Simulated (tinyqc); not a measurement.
What moves the results: sp3s* tight binding with spin-orbit coupling. A value that a table varies takes the place of the one given here.

sp3s* tight binding, nearest neighbours only: anion (a) at 0, cation (c) at a/4 (1,1,1), orbitals s, px, py, pz, s* on each; k in units of 2 pi/a. With phases e_j = exp(i (pi/2) k.n_j) for n = (1,1,1), (1,-1,-1), (-1,1,-1), (-1,-1,1): g0 = (e1+e2+e3+e4)/4, g1 = (e1+e2-e3-e4)/4, g2 = (e1-e2+e3-e4)/4, g3 = (e1-e2-e3+e4)/4. The diagonal holds the levels Esa, Epa, Exa (s*) and Esc, Epc, Exc. Anion-cation block: <sa|sc> = Vss g0; <sa|xc> = Vsapc g1; <xa|sc> = -Vscpa g1; <xa|xc> = Vxx g0; <xa|yc> = <ya|xc> = Vxy g3, <xa|zc> = <za|xc> = Vxy g2, <ya|zc> = <za|yc> = Vxy g1; <s*a|xc> = Vxapc g1; <xa|s*c> = -Vpaxc g1; y and z take g2 and g3 in place of g1; s-s* and s*-s* vanish.

Spin-orbit coupling acts within the p shell of each atom as (D/3) L.sigma, D = Da or Dc: it puts four states at Ep + D/3 and two at Ep - 2D/3.

Inputs chosen for the exercise (near a published set for GaAs, fitted to gaps, whose masses and valley positions are rough; spin-orbit coupling, where it is added without a refit, lifts the valence top and shrinks all gaps by about a third of the splitting; shifted at random, so the results belong to these values and not to a real crystal): Esa = -8.318 eV (s level of the anion); Epa = 1.043 eV (p level of the anion); Esc = -2.655 eV (s level of the cation); Epc = 3.664 eV (p level of the cation); Exa = 8.615 eV (s* level of the anion); Exc = 6.751 eV (s* level of the cation); Vss = -6.437 eV (s-s); Vxx = 1.951 eV (px-px); Vxy = 5.073 eV (px-py); Vsapc = 4.49 eV (s anion, p cation); Vscpa = 5.769 eV (s cation, p anion); Vxapc = 4.85 eV (s* anion, p cation); Vpaxc = 4.799 eV (p anion, s* cation); Da = 0.417 eV (atomic spin-orbit splitting, anion); Dc = 0.171 eV (the same, cation); eta = 2.5 (scaling exponent); D001 = 0.97 (ratio -ezz/exx).

## What the s* orbital does

The s* couplings Vxapc and Vpaxc are scaled by f; f = 0 is the plain sp3 model. Gaps from the top of the valence band at Gamma; the Delta value is the minimum on (x,0,0), 0.5 <= x <= 1.

Gaps (eV):

| f | Gamma | Delta | L | x of the minimum |
|---|---|---|---|---|
| 0.00 | 1.4219 | 3.9400 | 2.7771 | 0.500 |
| 0.25 | 1.4219 | 3.8175 | 2.6686 | 0.500 |
| 0.50 | 1.4219 | 3.5080 | 2.3823 | 0.500 |
| 0.75 | 1.4219 | 2.9321 | 1.9950 | 1.000 |
| 0.90 | 1.4219 | 2.3234 | 1.7404 | 1.000 |
| 1.00 | 1.4219 | 1.9119 | 1.5669 | 1.000 |
| 1.10 | 1.4219 | 1.4981 | 1.3919 | 1.000 |

The gap at Gamma stays, since g1 to g3 vanish there. From f = 0 to 1 the s* levels lower the Delta value by 2.028 eV and L by 1.210 eV. For f = 0, 0.25 and 0.5 the least value lies at x = 0.5, the end of the range: any valley further out lies above that value until s* has lowered it enough. The lowest of the three is Gamma at both f = 0 and f = 1.

## Hydrostatic strain (sp3s* tight binding with spin-orbit coupling, strained)

Strain e moves each bond vector to d = (1 + e) d0 (no internal displacement for the diagonal strains used here) and k is given in fractions of the strained reciprocal cell, so the phases stay. Two-centre values Vss_sigma = Vss/4, Vsp_sigma = sqrt3 V/4 for each s-p and s*-p pair, Vpp_sigma = (Vxx + 2 Vxy)/4, Vpp_pi = (Vxx - Vxy)/4 are scaled by (d0/d)^eta and combined with the new direction cosines; the levels on the diagonal stay.

exx = eyy = ezz = e. Gaps as measured from the top of the valence band; the deformation potentials are (gap(0.01) - gap(-0.01))/0.06.

Gaps (eV):

| e | Gamma | Delta | L | x of the minimum |
|---|---|---|---|---|
| -0.03 | 2.0217 | 1.8973 | 1.8538 | 1.000 |
| -0.02 | 1.8137 | 1.9012 | 1.7544 | 1.000 |
| -0.01 | 1.6139 | 1.9061 | 1.6588 | 1.000 |
| 0.00 | 1.4219 | 1.9119 | 1.5669 | 1.000 |
| 0.01 | 1.2374 | 1.9183 | 1.4788 | 1.000 |
| 0.02 | 1.0601 | 1.9255 | 1.3944 | 1.000 |
| 0.03 | 0.8896 | 1.9331 | 1.3136 | 1.000 |

gap deformation potentials (eV): Gamma -6.275, Delta 0.203, L -2.999

Per unit of volume strain the gaps move by -6.27 (Gamma), +0.20 (Delta) and -3.00 eV (L). The lowest valley changes from L to Gamma between e = -0.02 and -0.01. These potentials follow from the one exponent eta, which fitted models replace by one for each integral; with it the sizes are rough, the sign for Delta can be wrong (in Si, Ge and the III-V crystals measured values are small and positive), and the pressures at which valleys cross, and which valley takes over, are rough too. A gap of zero, where one is listed, marks an s level that has sunk below the valence top.

## Biaxial strain splits the top of the valence band (sp3s* tight binding, strained)

No spin-orbit coupling; k = 0; exx = eyy = e, ezz = -D001 e. The four bonds keep equal lengths, and the sums over them give Vxx(e) for px and py and Vzz(e) for pz; each level is the lower root of [[Epa, V], [V, Epc]], and the s level the upper root of the s block. The shear potential b follows from E(x,y) - E(z) = 3 b (exx - ezz), taken as the slope between e = -0.005 and 0.005.

Couplings and levels at Gamma (eV):

| e | ezz | Vxx(e) | Vzz(e) | E(x,y) | E(z) | E(x,y) - E(z) (meV) | upper s level |
|---|---|---|---|---|---|---|---|
| -0.020 | 0.0194 | 1.8467 | 2.2586 | 0.0890 | -0.2578 | 346.8 | 1.6456 |
| -0.010 | 0.0097 | 1.9000 | 2.1029 | 0.0454 | -0.1243 | 169.7 | 1.5960 |
| -0.005 | 0.0049 | 1.9258 | 2.0265 | 0.0241 | -0.0598 | 83.9 | 1.5709 |
| 0.005 | -0.0049 | 1.9757 | 1.8765 | -0.0173 | 0.0647 | -82.0 | 1.5204 |
| 0.010 | -0.0097 | 1.9997 | 1.8029 | -0.0374 | 0.1246 | -162.0 | 1.4949 |
| 0.020 | -0.0194 | 2.0462 | 1.6588 | -0.0764 | 0.2395 | -315.9 | 1.4435 |

b = -2.807 eV

Under tension in the plane (e > 0) the bonds tilt towards the plane, Vxx grows to 1.9997 and Vzz falls to 1.8029 eV at e = 0.01, and the pz state forms the top of the valence band, by 162.0 meV; under compression (e = -0.01) the px, py pair does, by 169.7 meV. The slope gives b = -2.81 eV, a rough value, since on-site strain terms are left out (measured values lie near -2 eV).

## What each parameter does

Gaps from the top of the valence band at Gamma; Delta is the minimum on (x,0,0), 0.5 <= x <= 1. Each row changes one parameter from the base and keeps the others.

Results:

| case | Ev (eV) | gap Gamma (eV) | gap Delta (eV) | gap L (eV) |
|---|---|---|---|---|
| base | 0.1238 | 1.4219 | 1.9119 | 1.5669 |
| Exc = 6.551 eV | 0.1238 | 1.4219 | 1.9119 | 1.5543 |
| Vxx = 1.651 eV | 0.3688 | 1.1769 | 1.6669 | 1.2798 |
| Esa = -8.518 eV | 0.1238 | 1.3628 | 1.8905 | 1.5376 |
| Epc = 3.864 eV | 0.1678 | 1.3779 | 1.9829 | 1.5662 |
| Epa = 0.843 eV | -0.0322 | 1.5779 | 2.0679 | 1.7048 |
| Exa = 8.815 eV | 0.1238 | 1.4219 | 1.9738 | 1.5827 |

The largest shifts from the base row, up to three for each result and ties (the steps differ in size, so this ranks the rows, not the parameters). Ev (eV): Vxx +0.2450, Epa -0.1560, Epc +0.0440; unchanged at the printed digits by Exc, Esa and Exa. gap Gamma (eV): Vxx -0.2450, Epa +0.1560, Esa -0.0591; unchanged at the printed digits by Exc and Exa. gap Delta (eV): Vxx -0.2450, Epa +0.1560, Epc +0.0710; unchanged at the printed digits by Exc. gap L (eV): Vxx -0.2871, Epa +0.1379, Esa -0.0294. Exc and Exa cannot move Ev or the gap at Gamma, whose blocks do not hold them; s parameters never move Ev, and move the gap only where the lowest empty level at Gamma is s-like.

(tinyqc, `OMP_NUM_THREADS=1 python tinyqc.py 1482894 1482895 out.jsonl`, Intel(R) Xeon(R) Processor @ 2.30GHz, 1 thread, shared host, about 0.1 s.)
